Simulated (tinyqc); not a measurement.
Worked calculation: phonon transmission through an interface between two chains by Green functions. Computed by tinyqc, a small Python program that keeps every step. Command: `OMP_NUM_THREADS=1 python tinyqc.py 3010186 3010187 out.jsonl agf walk`. One thread of a shared host (Intel(R) Xeon(R) Processor @ 2.30GHz), about 0.01 s of CPU time with the checks. Intermediate numbers are printed to about 6 digits and carried at full precision; extremes and crossings named in words are read from the listed rows.

Two semi-infinite chains (masses m_1, m_2; springs k_1, k_2), motion along the chain. The central region holds the end atom of each chain and three interlayer atoms of mass m_b, joined by springs k_b. lambda = omega^2 in eV/(angstrom^2 u); nu = 15.6333042 THz x sqrt(lambda).

Inputs (values chosen for the exercise, for two model chains):

| quantity | value | unit |
|---|---|---|
| mass m_1 | 72.5 | u |
| spring k_1 | 3.57 | eV/angstrom^2 |
| mass m_2 | 33.6 | u |
| spring k_2 | 2.41 | eV/angstrom^2 |
| junction spring k_b | 1.21 | eV/angstrom^2 |
| interlayer mass m_b | 117 | u |
| probe frequency / lower band top | 0.59 | - |
| temperature T | 50 | K |

Atoms in the interlayer: three.

Constants: nu for 1 eV/(angstrom^2 u) = 15.6333042 THz; h x 1 THz = 4.135667696 meV; k_B = 8.617333262e-05 eV/K; k_B = 1.380649e-23 J/K; h = 6.62607015e-34 J s.

## Band tops and impedances

nu_max = 15.6333042 THz x 2 sqrt(k/m); impedance Z = sqrt(k m); long-wave transmission 4 Z_1 Z_2/(Z_1 + Z_2)^2; the probe frequency is the given share of the lower band top.

band top of chain 1 = 6.93819 THz

band top of chain 2 = 8.37374 THz

Z_1 = 16.0880 sqrt(eV u)/angstrom

Z_2 = 8.99867 sqrt(eV u)/angstrom

long-wave transmission = 0.920140

probe frequency = 4.09353 THz

## Self-energies and the matrix at the probe frequency

In chain i, sin(q_i a/2) = nu/nu_max,i. An outgoing wave makes the next atom move as exp(i q_i a) times the end atom, so the lead adds the self-energy Sigma_i = -k_i exp(i q_i a) to the force-constant matrix; Gamma_i = -2 Im Sigma_i = 2 k_i sin(q_i a). A = lambda M - K - Sigma over the central atoms, with K_ii the sum of the springs at i, K_(i,i+1) = -k_b; G = inverse of A; transmission = Gamma_1 Gamma_2 |G_(first,last)|^2.

q_1 a = 1.26212 rad

q_2 a = 1.02155 rad

Gamma_1 = 6.80253 eV/angstrom^2

Gamma_2 = 4.11106 eV/angstrom^2

A (complex symmetric) (eV/angstrom^2):
```
                  end of 1  layer 1  layer 2  layer 3
end of 1  1.27543+3.40127i  1.21000  0.00000  0.00000
layer 1            1.21000  5.60195  1.21000  0.00000
layer 2            0.00000  1.21000  5.60195  1.21000
layer 3            0.00000  0.00000  1.21000  5.60195
end of 2           0.00000  0.00000  0.00000  1.21000

                   end of 2
end of 1            0.00000
layer 1             0.00000
layer 2             0.00000
layer 3             1.21000
end of 2  -0.05813+2.05553i
```

## Transmission at the probe frequency

The formulas are those given above.

G_(first,last) = -0.00180721-0.00022808i angstrom^2/eV

transmission = 9.27909e-05

It is below the long-wave value 0.920.

## Thermal conductance

Landauer conductance G = k_B int tau(nu) x^2 e^x/(e^x - 1)^2 d nu, x = h nu/(k_B T), from 0 to the lower band top (240 Gauss-Legendre points in s from 0 to 1, nu = nu_top sin(pi s/2)); tau is the transmission, and its thermal mean is G over the value for tau = 1 in the same window; the quantum is g_0 = pi^2 k_B^2 T/(3 h).

conductance G = 30.1123 pW/K

thermal mean of the transmission = 0.651495

G/g_0 = 0.636334

## Transmission spectrum against simple models

Long-wave value 4 Z_1 Z_2/(Z_1 + Z_2)^2. Continuum estimate, with omega = sqrt(lambda): a slab of impedance Z_b = sqrt(k_b m_b) and phase p = omega x (number of interlayer atoms) x sqrt(m_b/k_b), tau = 4 Z_1 Z_2/[(Z_1 + Z_2)^2 cos^2 p + (Z_b + Z_1 Z_2/Z_b)^2 sin^2 p].

Transmission:

| nu/nu_top | nu (THz) | Green function | long-wave value | continuum estimate |
|---|---|---|---|---|
| 0.05 | 0.34691 | 0.952639 | 0.920140 | 0.948170 |
| 0.15 | 1.04073 | 0.944397 | 0.920140 | 0.987324 |
| 0.25 | 1.73455 | 0.896373 | 0.920140 | 0.921403 |
| 0.35 | 2.42836 | 0.600196 | 0.920140 | 0.998419 |
| 0.45 | 3.12218 | 0.076685 | 0.920140 | 0.930957 |
| 0.55 | 3.81600 | 0.000391 | 0.920140 | 0.968866 |
| 0.65 | 4.50982 | 0.000014 | 0.920140 | 0.968645 |
| 0.75 | 5.20364 | 0.000001 | 0.920140 | 0.931107 |
| 0.85 | 5.89746 | 0.000000 | 0.920140 | 0.998356 |
| 0.92 | 6.38313 | 0.000000 | 0.920140 | 0.938715 |
| 0.98 | 6.79942 | 0.000000 | 0.920140 | 0.925168 |

The transmission starts at the impedance value 0.920 and vanishes at the lower band top, 6.94 THz, above which chain 1 has no states. It first falls below half of that value at nu/nu_top = 0.45. The continuum estimate is within 0.05 up to nu/nu_top = 0.25; it leaves out dispersion, and it puts the faces of the slab half a spring from its outer atoms.

## Conductance against temperature

The formulas are those given above.

Conductance:

| T (K) | G (pW/K) | mean transmission | G/g_0 | G for transmission 1 (pW/K) |
|---|---|---|---|---|
| 1 | 0.871816 | 0.921161 | 0.921161 | 0.946431 |
| 5 | 4.44327 | 0.938952 | 0.938952 | 4.73216 |
| 20 | 17.3253 | 0.915302 | 0.915297 | 18.9285 |
| 50 | 30.1123 | 0.651495 | 0.636334 | 46.2203 |
| 100 | 34.5153 | 0.468087 | 0.364689 | 73.7370 |
| 200 | 35.8669 | 0.403067 | 0.189485 | 88.9848 |
| 400 | 36.2241 | 0.385422 | 0.0956860 | 93.9856 |
| 800 | 36.3147 | 0.380923 | 0.0479627 | 95.3334 |

At 1 K G/g_0 = 0.921; as T goes to 0 it tends to the long-wave transmission, where only the impedances count. Towards high T all modes count more and more alike; at 800 K G is 36.3 pW/K and the mean transmission is 0.381, which is well below the low-T value.

Checks made by the program: low-frequency limit against the impedance formula (relative difference 2e-07); unitarity: Gamma_1 |G_11|^2 + Gamma_2 |G_1N|^2 = -2 Im G_11 (relative difference below 1e-10); conductance against a 1500-point midpoint sum (relative difference 3e-07).
